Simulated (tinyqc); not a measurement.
## The weight eta from points of equal mobility

Inverse problem. If the mobility depends on E = q (Ndep + eta Ns)/(eps0 eps_r) alone, two points of equal mobility on its falling branch have equal E. Find eta and E.

Values chosen for this exercise:
```
symbol  value  unit                                     meaning
eps_r    11.9        relative permittivity of the semiconductor
```

Constants: q = 1.602176634e-19 C, eps0 = 8.8541878128e-14 F/cm where lengths are in cm. Results are converted to the units shown.

Ndep at two body biases (cm^-2): [2.6777719e12, 4.3598054e12]
Ns at which the mobility is the same (cm^-2): [1.3e13, 8.8974794e12]

Solution. eta is the ratio of the differences of Ndep and Ns.

eta = 0.410
E = 1.22 MV/cm

tinyqc, about 0.01 s, one thread, Intel Xeon 2.30GHz (shared host): `OMP_NUM_THREADS=1 python tinyqc.py 2510147 2510148 out.jsonl`
